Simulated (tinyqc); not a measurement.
# Thermionic-field emission through a Schottky barrier, WKB: effects of single changes

Metal on an n-type semiconductor with one parabolic valley; V > 0 is forward bias (metal positive). Energies E are counted from the conduction edge of the neutral semiconductor, whose Fermi level lies at -xi; that of the metal lies at -xi - V. The barrier is a parabola of height Vd = phi - xi - V (depletion approximation, no image force).

Values chosen for this exercise; band and dielectric values close to those of In0.53Ga0.47As: temperature T = 300 K; electron mass me = 0.0406 m0; relative permittivity eps_r = 14.1; barrier height seen from the metal phi = 0.5 eV; donor density Nd = 3.6e17 cm^-3.

Constants: q = 1.602176634e-19 C, kB = 1.380649e-23 J/K, eps0 = 8.8541878128e-12 F/m, hbar = 1.054571817e-34 J s, h = 6.62607015e-34 J s, m0 = 9.1093837015e-31 kg, Vt = kB T/q. Results are converted to the units shown.

Each table varies one quantity; the others keep the values above.

## Current against forward bias

Nc = 2 (2 pi me m0 kB T/h^2)^1.5 (times 1e-6 for cm^-3); Nd = Nc F12(-xi/Vt), F12(x) = (2/sqrt(pi)) int_0^infinity sqrt(u)/(1 + exp(u - x)) du; E00 = (hbar/2) sqrt(Nd/(me m0 eps0 eps_r)) in SI units (volts). For E < Vd, ln T(E) = -(Vd/E00) [sqrt(1 - y) - y ln((1 + sqrt(1 - y))/sqrt(y))], y = E/Vd; T(E) = 1 above. J = A* T (q/kB) int_0^infinity T(E) N(E) dE, N = ln[(1 + exp((-xi - E)/Vt))/(1 + exp((-xi - V - E)/Vt))], A* = 4 pi q me m0 kB^2/h^3 (times 1e-4 for A/(cm^2 K^2)). The integral is converged to the digits shown; the share over the barrier is that of E > Vd, and 0 means below 1e-6 %. n = (dV/d ln J)/Vt.

Result of one run:
```
V (V)	J (A/cm^2)	share over the barrier (%)	mean E/Vd	n
0.103	2.910	3.17	0.7263	1.122
```

What becomes of these results when the bias V is changed from 0.103 to 0.22 V, all else the same?

Result of the changed run:
```
V (V)	J (A/cm^2)	share over the barrier (%)	mean E/Vd	n
0.22	150.1	5.79	0.7261	1.162
```

The whole series:
```
V (V)	J (A/cm^2)	share over the barrier (%)	mean E/Vd	n
0.103	2.910	3.17	0.7263	1.122
0.142	10.99	3.85	0.7259	1.145
0.181	40.80	4.70	0.7258	1.154
0.22	150.1	5.79	0.7261	1.162
0.259	546.6	7.18	0.7273	1.172
0.297	1902	8.98	0.7302	1.186
0.336	6709	11.5	0.7367	1.209
0.375	2.295e4	15.2	0.7508	1.248
```

J rises from 2.91 to 22900 A/cm^2, and n rises from 1.12 to 1.25. The Padovani-Stratton slope is (E00/Vt) coth(E00/Vt) = 1.11; the middle row is 6.0 % above it.

## Contact resistivity against barrier height

Same model as above.

The contact resistivity is rho_c = 1/(dJ/dV) at V = 0, where N becomes V f/Vt with f = 1/(1 + exp((E + xi)/Vt)).

Contact resistivity against barrier height:
```
phi (eV)	rho_c (ohm cm^2)	thermionic Vt exp(phi/Vt)/(A* T^2) (ohm cm^2)
0.15	2.531e-6	1.949e-5
0.29	2.407e-4	0.004382
0.42	0.01897	0.6693
0.56	2.204	150.5
0.69	187.6	2.298e4
0.83	2.290e4	5.168e6
0.96	2.010e6	7.892e8
1.1	2.514e8	1.775e11
```

Read the table: what changes, and by how much?

rho_c rises from 2.53e-6 to 2.51e8 ohm cm^2; between the last two rows it grows by a factor e every 29.0 meV, against E00 coth(E00/Vt) = 28.6 meV and Vt = 25.9 meV for pure emission.

Range of the model: The depletion approximation, a parabolic band and the neglect of image-force lowering make these currents estimates at high doping.

Computed by the program tinyqc: `OMP_NUM_THREADS=1 python tinyqc.py 2640031 2640032 out.jsonl`, one thread of a shared Intel Xeon 2.30GHz, about 0.04 s for the whole run.
